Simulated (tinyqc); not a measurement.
## Trapped share and trap depth from dynamic on-resistance

Question. Traps remove the share ft of the electrons in the drain access (length Ld, sheet resistance Rsh before stress), so Ron grows by Rsh Ld ft/(1 - ft). The recovery time goes as T^(-2) exp(q Ea/(kB T)). Find ft and Ea.

Values chosen for this exercise:

| symbol | value | unit | meaning |
|---|---|---|---|
| Ld | 2 | um | drain access length |

Constants: q = 1.602176634e-19 C, kB = 1.380649e-23 J/K. Results are converted to the units shown.

Ron before and just after an off-state stress (ohm mm): 2.4855587  2.8704993
Rsh = 577.41090 ohm
recovery times at 340 and 390 K (s): 0.049  0.0015949943

Solution. The rise of Ron over Rsh Ld is ft/(1 - ft); ln(t T^2) is linear in 1/T.

ft = 0.2500
Ea = 0.7200 eV

tinyqc, about 0.03 s, one thread, Intel Xeon 2.30GHz (shared host): `OMP_NUM_THREADS=1 python tinyqc.py 2570171 2570172 out.jsonl`
